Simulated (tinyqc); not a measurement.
Inside a calculation: Fermi-Dirac statistics of conduction electrons. Values are carried at full precision from step to step, so a last printed digit may differ when a step is redone from the rounded ones.

Constants: hbar^2/2m0 = 3.80998211 eV angstrom^2; kB = 8.617333262e-05 eV/K; e^2/(4 pi eps0) = 14.39964547 eV angstrom.

Inputs chosen for the exercise (near those of GaN, lowest valleys alone; the results hold for these values, not for the real material):
```
symbol  value    unit    meaning
m       0.2      m0      density-of-states mass of the conduction band
T       300      K
n       1.6e+17  1/cm^3  electron density
eps     9.36             static dielectric constant
alpha   0.18     1/eV    non-parabolicity
```

## Reduced density

N = 2 (m kB T/(4 pi c))^(3/2) with c = hbar^2/2m0, in 1/angstrom^3; times 1e24 for 1/cm^3; u = n/Nc.

kT = 0.025852 eV
Nc = 2.2445e+18 1/cm^3
u = n/Nc = 0.071286

## Reduced Fermi level by five rules

F_j(eta) = (1/Gamma(j + 1)) integral_0^infinity x^j dx/(1 + exp(x - eta)), which tends to exp(eta) for eta << 0.

With u = n/Nc: Boltzmann eta = ln u; Joyce-Dixon eta = ln u + u/sqrt(8) - 4.95009e-3 u^2 + 1.48386e-4 u^3 - 4.42563e-6 u^4; Nilsson eta = ln u/(1 - u^2) + v/(1 + (0.24 + 1.08 v)^-2) with v = (3 sqrt(pi) u/4)^(2/3); fully degenerate limit eta = v; exact: F_1/2(eta) = u.

Find eta = (EF - Ec)/kT by each rule.

eta: Boltzmann -2.641, Joyce-Dixon -2.616, Nilsson -2.618, degenerate 0.208, exact -2.616

Against the exact value the errors are Boltzmann -0.025, Joyce-Dixon 0.000, Nilsson -0.002, degenerate limit +2.824 (in kT).

## Exact eta by Newton steps

Solve ln F_1/2(eta) = ln u from the Boltzmann value; dF_1/2/d eta = F_-1/2, so the step is -ln(F_1/2/u) F_1/2/F_-1/2. Stop below 1e-9.

Newton steps:
```
step        eta      F_1/2     F_-1/2  step taken
1     -2.641058  0.0695558  0.0678895      0.0252
2     -2.615887  0.0712853  0.0695362    7.45e-06
3     -2.615880  0.0712858  0.0695367    6.63e-13
```

Converged in 3 steps.

## Mean energy, Einstein relation and screening

eta = -2.61588

Mean kinetic energy <E> = (3/2) kT F_3/2/F_1/2; D/mu = (kT/e) F_1/2/F_-1/2; dn/dEF = (Nc/kT) F_-1/2; screening length L = (4 pi (e^2/(4 pi eps0)) (dn/dEF)/eps)^(-1/2), with dn/dEF in 1/(angstrom^3 eV) (1/cm^3 = 1e-24/angstrom^3).

F_-1/2, F_1/2, F_3/2: 0.06954  0.07129  0.07218

<E> = 39.27 meV
D/mu = 26.50 mV
dn/dEF = 6.037e+18 1/(cm^3 eV)
L = 92.56 angstrom

The gas is nearly non-degenerate. D/mu is 1.025 times kT/e and <E> is 1.013 times (3/2) kT; the Debye formula, with n/kT in place of dn/dEF, would give L = 91.42 angstrom.

## Fermi level in the non-parabolic band

Non-parabolic band E (1 + alpha E) = c k^2/m: n = Nc (2/sqrt(pi)) integral_0^infinity sqrt(x (1 + a x)) (1 + 2 a x) dx/(1 + exp(x - eta)) with a = alpha kT and eta = (EF - Ec)/kT; a = 0 gives n = Nc F_1/2(eta).

Solve for eta at the same n.

a = 0.00465
eta = -2.634
EF - Ec = -68.09 meV

The extra states lower EF by 0.47 meV against the parabolic band.

## Checks

- Non-parabolic integral at a = 0 against F_1/2(2): both 2.823721.
- F_1/2(40) against the Sommerfeld form (4/(3 sqrt(pi))) eta^(3/2) (1 + pi^2/(8 eta^2)): both 190.45.

(tinyqc, `OMP_NUM_THREADS=1 python tinyqc.py 1680072 1680073 out.jsonl`, Intel(R) Xeon(R) Processor @ 2.30GHz, 1 thread, shared host, about 0.01 s.)
